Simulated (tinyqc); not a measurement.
Dielectric confinement in a thin film (image charges): one step. Images for a charge at the centre. Four cases, with inputs chosen for the exercise.

Problem. Give lam, the first five terms (q/eps) lam^n/(n t), their sum and the closed form.

A film |z| < t/2 of dielectric constant eps between half-spaces of dielectric constant e2; lam = (eps - e2)/(eps + e2), q = e^2/(4 pi eps0). The self-energy of a band edge is taken with the high-frequency value, e2 = eh, and the field of a fixed ion with the static one, e2 = eo. A charge at z has images lam^|n| at n t + (-1)^n z. Its self-energy is S(z) = (q/2 eps) sum over n >= 1 of lam^n [1/(n t - 2z) + 1/(n t + 2z)] for odd n and 2 lam^n/(n t) for even n; at the centre S(0) = -(q/(eps t)) ln(1 - lam).

Constants: e^2/(4 pi eps0) = 14.39964547 eV angstrom.

Give: lam; terms; sum of five; S(0).

Case 1.

Values chosen (out of a larger set: near those of a Ge film between layers of HfO2; not measured data): t = 72 angstrom (film thickness); eps = 16.1 (dielectric constant of the film); eh = 4 (high-frequency dielectric constant outside).

Solution.

lam = 0.6020

terms (meV): 7.48  2.25  0.90  0.41  0.20

sum of five = 11.24 meV
S(0) = 11.44 meV

The surroundings screen less than the film, so the images repel and each band edge moves outwards: the gap changes by about 2 S = +23 meV. The static value 22.8 would give S(0) = -2.0 meV.

Case 2.

Values chosen (out of a larger set: near those of a Si (100) film, two-fold valleys, between layers of Si3N4; not measured data): t = 56 angstrom (film thickness); eps = 11.8 (dielectric constant of the film); eh = 4.1 (high-frequency dielectric constant outside).

Solution.

lam = 0.4843

terms (meV): 10.55  2.56  0.82  0.30  0.12

sum of five = 14.35 meV
S(0) = 14.43 meV

The surroundings screen less than the film, so the images repel and each band edge moves outwards: the gap changes by about 2 S = +29 meV. The static value 7.6 would give S(0) = +5.3 meV.

Case 3.

Values chosen (out of a larger set: near those of a Ge film between layers of HfO2; not measured data): t = 24 angstrom (film thickness); eps = 15.6 (dielectric constant of the film); eh = 3.9 (high-frequency dielectric constant outside).

Solution.

lam = 0.6000

terms (meV): 23.08  6.92  2.77  1.25  0.60

sum of five = 34.61 meV
S(0) = 35.24 meV

The surroundings screen less than the film, so the images repel and each band edge moves outwards: the gap changes by about 2 S = +70 meV. The static value 21.7 would give S(0) = -5.8 meV.

Case 4.

Values chosen (out of a larger set: near those of a Si (100) film, two-fold valleys, between layers of Al2O3; not measured data): t = 42 angstrom (film thickness); eps = 11.7 (dielectric constant of the film); eh = 3 (high-frequency dielectric constant outside).

Solution.

lam = 0.5918

terms (meV): 17.34  5.13  2.02  0.90  0.43

sum of five = 25.82 meV
S(0) = 26.26 meV

The surroundings screen less than the film, so the images repel and each band edge moves outwards: the gap changes by about 2 S = +53 meV. The static value 9.3 would give S(0) = +3.6 meV.

Computed by tinyqc, one run a case: `OMP_NUM_THREADS=1 python tinyqc.py N N+1 out.jsonl` with N = 1250826, 1250969, 1251167, 1251171; one thread of a shared Intel(R) Xeon(R) Processor @ 2.30GHz, about 0.07 s a run at most.
